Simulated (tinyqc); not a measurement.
Ballistic transport through the one-dimensional subbands of a rectangular nanowire or nanosheet channel: one step, computed by the program tinyqc. Command: `OMP_NUM_THREADS=1 python tinyqc.py 3029041 3029042 out.jsonl wire walk`. One thread of a shared host (Intel(R) Xeon(R) Processor @ 2.30GHz), about 0.02 s of CPU time with the checks.

Hard walls, parabolic subbands, transport along x. Energies are counted from the bulk conduction band edge at the top of the barrier, which the gate pulls down by U; the source Fermi level lies at the bulk edge when U = 0.

Question. Subbands. E_pq = (hbar^2 pi^2/2)(p^2/(m_y b^2) + q^2/(m_z a^2)); m_x = m_y = m_z = m, degeneracy g = 1; the 10 lowest subbands are kept.

Inputs (values chosen for the exercise, modelled on GaN): mass m = 0.21 m_0; height a = 4.9 nm; width b = 5.6 nm.

Valleys: single isotropic valley.

Constants: hbar^2/(2 m_0) = 3.80998212 eV angstrom^2; k_B = 8.617333262e-05 eV/K.

Give: Subbands.

Answer.

Subbands:
```
valley axis  p  q  E (meV)  m_x (m_0)
-            1  1      132       0.21
-            2  1      303       0.21
-            1  2      355       0.21
-            2  2      527       0.21
-            3  1      588       0.21
-            1  3      728       0.21
-            3  2      812       0.21
-            2  3      900       0.21
-            4  1      988       0.21
-            3  3     1185       0.21
```
